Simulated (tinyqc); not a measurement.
Range and order of the fit: effective mass of the split-off band from tabulated energies.

c = hbar^2/2m0.
Constants: hbar^2/2m0 = 3.80998211 eV angstrom^2.

Energies along [100], from the band edge downward:
```
k (1/angstrom)    E (meV)
0.000000          0.00000
0.005900          1.54130
0.011800          6.23090
0.017700         14.26450
0.023600         25.95950
0.029500         41.72970
0.035400         62.02960
0.041300         87.26200
0.047200        117.66770
```

reference mass (curvature of the model at k = 0.0001 1/angstrom) = 0.086355 m0

Least-squares fits of E = a k^2 (+ b k^4 + d k^6) over points 1 to n, and the line y = c k^2/E against E; errors of m against the reference.

Results:
```
n  E at point n (meV)  one term (%)  two terms (%)  three terms (%)  line (%)  rms residual, one term (meV)
3                14.3         -2.80          -0.01             0.00     -0.04                         0.062
4                26.0         -4.65          -0.04             0.01     -0.11                         0.186
5                41.7         -6.81          -0.15             0.03     -0.24                         0.427
6                62.0         -9.17          -0.40             0.08     -0.44                         0.821
7                87.3        -11.58          -0.91             0.18     -0.74                         1.390
8               117.7        -13.93          -1.78             0.33     -1.15                         2.122
```

What can be read from this table?

The error of the parabola goes from -2.80 to -13.93 % as the range widens, and at n = 8 its residual, 2.12 meV, is only 1.8 % of the top energy: a small residual does not vouch for the mass. Over the full range (n = 8) the best form is three terms (0.33 %); the line errs by -0.04 % at n = 3 and -1.15 % at n = 8. Without scatter, a narrower range or a second term is the cure: at n = 8 the errors are -13.93, -1.78 and +0.33 % for one, two and three terms. Three terms on three points interpolate exactly.

Program tinyqc; command `OMP_NUM_THREADS=1 python tinyqc.py 1881063 1881064 out.jsonl`; about 0.01 s on one thread of a shared Intel(R) Xeon(R) Processor @ 2.30GHz.
